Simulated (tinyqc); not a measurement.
Comparisons within one model: donors with valley-orbit split 1s states. A value that a table varies takes the place of the one given here.

Each donor binds at most one electron, in any of its states. For a site s, W_s = sum over its states of g exp(E/kT), and the ionised share is 1/(1 + W_s exp(eta)), eta = (EF - Ec)/kT; n = Nc F_1/2(eta); neutrality n + NA = ND x (mean ionised share); holes are neglected. Nc from N = 2 (m kB T/(4 pi c))^(3/2) with c = hbar^2/2m0, in 1/angstrom^3; times 1e24 for 1/cm^3, m = md. F_j(eta) = (1/Gamma(j + 1)) integral_0^infinity x^j dx/(1 + exp(x - eta)), which tends to exp(eta) for eta << 0.

Mobility (Caughey-Thomas form): mu = mu0 + (mu1 (T/300)^(-ga) - mu0)/(1 + ((ND + NA)/Nr)^de); rho = 1/(e n mu), e = 1.602176634e-19 C.

Constants: hbar^2/2m0 = 3.80998211 eV angstrom^2; kB = 8.617333262e-05 eV/K.

Inputs chosen for the exercise (near those of Sb in Si; shifted at random, so the results belong to these values and not to a real crystal): md = 1.043 m0 (density-of-states mass of the conduction band); E = (43.7, 33.5, 30.9) meV (binding energies of 1s(A1), 1s(T2), 1s(E)); g = (2, 6, 4) (their degeneracies with spin); ND = 1.5e+17 1/cm^3 (donors); NA = 5.2e+16 1/cm^3 (compensating acceptors, all ionised); T = 300 K; mu0 = 61 cm^2/(V s) (mobility at heavy doping); mu1 = 1436 cm^2/(V s) (mobility at light doping and 300 K); Nr = 1e+17 1/cm^3 (reference doping); de = 0.72 (doping exponent); ga = 2.3 (temperature exponent).

## What the excited states change

The last columns keep only the ground state of each site (g = 2).

Results:
```
T (K)  effective degeneracy     eta  n (1/cm^3)  n, ground states only  ratio
40                     2.41  -12.92    3.18e+12               3.82e+12  0.830
60                     3.17   -8.98    3.01e+14               4.74e+14  0.634
80                     3.99   -7.17    2.83e+15               5.26e+15  0.537
110                    5.08   -6.01    1.46e+16               2.67e+16  0.545
150                    6.21   -5.56    3.62e+16               5.81e+16  0.623
200                    7.22   -5.52    5.80e+16               7.97e+16  0.727
250                    7.95   -5.65    7.16e+16               8.87e+16  0.808
300                    8.48   -5.81    7.99e+16               9.26e+16  0.863
400                    9.22   -6.15    8.82e+16               9.56e+16  0.922
500                    9.71   -6.44    9.18e+16               9.66e+16  0.951
```

The effective degeneracy grows from 2.41 to 9.71. Excited states hold electrons back, so the ratio is never above 1; it is lowest, 0.537, at 80 K of those listed, and 0.863 at 300 K. At low T the excited states empty out, and at high T more donors are ionised (n is 94 % of ND - NA in the last row), so the effect is largest in between.

## Ionisation and resistivity against doping

NA = 0.

Results:
```
ND (1/cm^3)  n (1/cm^3)   n/ND  mu (cm^2/(V s))  rho (ohm cm)  rho at full ionisation
1.0e+14        1.00e+14  1.000             1427          43.8                    43.8
1.0e+15        9.98e+14  0.998             1388          4.51                    4.50
1.0e+16        9.83e+15  0.983             1216         0.522                   0.513
3.0e+16        2.86e+16  0.953             1029         0.212                   0.202
1.0e+17        8.70e+16  0.870              748        0.0959                  0.0834
3.0e+17        2.18e+17  0.727              490        0.0584                  0.0425
1.0e+18        5.24e+17  0.524              281        0.0424                  0.0222
2.0e+18        8.23e+17  0.411              204        0.0373                  0.0153
```

From 1e16 to 1e18 1/cm^3 rho falls by a factor 12.3, not 100: the mobility takes a factor 4.33 and incomplete ionisation 1.88. n/ND is below 0.9 from 1e+17 1/cm^3 on. From a few times 1e18 1/cm^3 on, depending on the dopant, the levels merge with the band, and already below that screening lowers the binding energy, so the last rows understate n.

## Compensation sets the slope of the freeze-out

NA = K ND. The slope energy is -d ln(n T^(-p))/d(1/kT) between 30 and 36 K, with p = 3/4 for K = 0 and p = 3/2 otherwise.

Results:
```
K       n(30 K) (1/cm^3)  n(36 K) (1/cm^3)  slope energy (meV)
0               5.19e+13          2.35e+14               21.34
0.0010          1.62e+13          1.72e+14               32.41
0.010           1.78e+12          3.58e+13               42.34
0.050           3.41e+11          7.03e+12               42.68
0.20            7.19e+10          1.48e+12               42.69
0.50            1.80e+10          3.70e+11               42.69
```

Without acceptors the slope is 21.34 meV, against half the ground-state energy, 21.85; with K = 0.05 it is 42.68 meV, against the full 43.7. The full energy (less a few meV where excited levels lie within a few kT) shows where n is far below NA, since the acceptors then hold EF near the donor level: n(36 K)/NA is 1.1 for K = 0.001 and 0.00094 for K = 0.05; for K = 0.001 the sample is still in or near the uncompensated regime, where p = 3/2 is the wrong power, so that slope means little.

## What moves the carrier density

All results formed anew. Each row changes one parameter from the base and keeps the others.

Results:
```
case                           eta  n (1/cm^3)  rho (ohm cm)
base                        -5.812   7.986e+16        0.1352
E = (48.7, 33.5, 30.9) meV  -5.820   7.920e+16        0.1363
md = 1.147 m0               -5.932   8.169e+16        0.1322
ND = 3e+17 1/cm^3           -5.011   1.776e+17       0.07693
NA = 6.7e+16 1/cm^3         -5.982   6.740e+16        0.1649
T = 330 K                   -5.915   8.317e+16        0.1591
Nr = 2e+17 1/cm^3           -5.812   7.986e+16        0.1048
```

The largest shifts from the base row, up to three for each result and ties (the steps differ in size, so this ranks the rows, not the parameters). eta: ND +0.801, NA -0.170, md -0.120; unchanged at the printed digits by Nr. n (1/cm^3): ND +9.78e+16, NA -1.25e+16, T +3.31e+15; unchanged at the printed digits by Nr. rho (ohm cm): ND -0.0583, Nr -0.0304, NA +0.0297.

(tinyqc, `OMP_NUM_THREADS=1 python tinyqc.py 1650817 1650818 out.jsonl`, Intel(R) Xeon(R) Processor @ 2.30GHz, 1 thread, shared host, about 0.01 s.)
